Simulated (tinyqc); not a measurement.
Electron mobility in a silicon inversion layer, empirical terms and Matthiessen rule: one step of the calculation.

Inversion layer of sheet density Ns on a uniformly doped body. The mobility terms are empirical power laws with prefactors chosen for the exercise; adding their inverses (Matthiessen) is itself an approximation.

Question. Mobility terms and their sum. With t = T/(300 K): muC = Ac (Ns/1e12 cm^-2) t/(Nb/1e17 cm^-3 + Nit/1e11 cm^-2), muP = Ap E^(-1/3) t^(-1.75), muS = As E^(-gs); 1/mu is the sum of the inverses.

Inputs (values chosen for the exercise); material values close to those of silicon: temperature T = 273 K; body doping Nb = 6.5e16 cm^-3; phonon-limited mobility at 1 MV/cm and 300 K Ap = 381 cm^2/(V s); roughness-limited mobility at 1 MV/cm As = 871 cm^2/(V s); exponent of the roughness term gs = 2; Coulomb prefactor Ac = 2000 cm^2/(V s); charge at the interface Nit = 1.4e10 cm^-2; inversion density Ns = 8.3e12 cm^-2.

E = 0.80482822 MV/cm

Wanted: terms; mu; shares of 1/mu.

Answer.

terms (cm^2/(V s)): Coulomb 1.912e4, phonon 483.1, roughness 1345
mu = 348.9 cm^2/(V s)
shares of 1/mu (%): Coulomb 1.825, phonon 72.23, roughness 25.95

The phonon term limits most.

Numbers from tinyqc (`OMP_NUM_THREADS=1 python tinyqc.py 2510151 2510152 out.jsonl`; about 0.01 s on one thread of a shared Intel Xeon 2.30GHz).
